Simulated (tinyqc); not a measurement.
# Segment and feed resistance from two drops

Inverse problem. A rail is fed at one end through Rq; K loads of Ij follow, each after a segment Rs. The drop at load j is K Ij Rq + Rs Ij sum_(l=1..j) (K - l + 1). Find Rs, Rq and the worst drop, at the middle, if the rail were fed through Rq at both ends: K Ij Rq/2 + Rs Ij K^2/8 with the load taken as continuous.

Parameters, values chosen for the exercise:
- K = 15 (number of equal loads)
- Ij = 2 mA (current of each load)

drops at the first and at the last load (mV): [14.4, 79.5]

Solution. The difference of the two drops is Rs Ij K (K - 1)/2, which gives Rs; the first drop then gives Rq.

Rs = 0.3100 ohm
Rq = 0.1700 ohm
drop at the middle with two feeds = 19.99 mV

tinyqc, about 0.1 s, one thread, Intel Xeon 2.30GHz (shared host): `OMP_NUM_THREADS=1 python tinyqc.py 2770114 2770115 out.jsonl`
